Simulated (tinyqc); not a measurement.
Bulk transistor, scale length and short-channel effects: two steps of the calculation.

A gate, an insulator of thickness ti and a depleted layer of depth ts on a conducting body. Below threshold the potential that source and drain add obeys Laplace's equation and vanishes on the gate and at the bottom of the depleted layer. Its lowest mode decays along the channel as exp(-k y); k is the smallest positive root of the matching condition at the interface, and the scale length is Lambda = pi/k.

Parameters, values chosen for the exercise; permittivities: semiconductor made up, insulator close to that of aluminium oxide:

| symbol | value | unit | meaning |
|---|---|---|---|
| eps_r | 19.9 |  | relative permittivity of the semiconductor |
| ei | 8.56 |  | relative permittivity of the insulator |
| ti | 2.4 | nm | insulator thickness |
| ts | 22 | nm | depletion depth |

Question 1. Decay constant by Newton steps. f(k) = eps_r sin(k ti) cos(k ts) + ei cos(k ti) sin(k ts); f' by a central difference with +/- 1e-5 1/nm; k(new) = k - f/f'.

k at the start = 0.13125000 1/nm

Find: f; f'; k after iteration 1.

Answer 1.

f = -3.9216
f' = -252.95 nm
k after iteration 1 = 0.11575 1/nm

Question 2. Scale length against simple estimates. Lambda = pi/k and l = 1/k. A parabolic potential across the structure gives l(parabolic) = sqrt((eps_r/ei) ts ti).

k = 0.11611882 1/nm

Give: Lambda; l; l(parabolic).

Answer 2.

Lambda = 27.05 nm
l = 8.612 nm
l(parabolic) = 11.08 nm

tinyqc, about 0.01 s, one thread, Intel Xeon 2.30GHz (shared host): `OMP_NUM_THREADS=1 python tinyqc.py 2420012 2420013 out.jsonl`
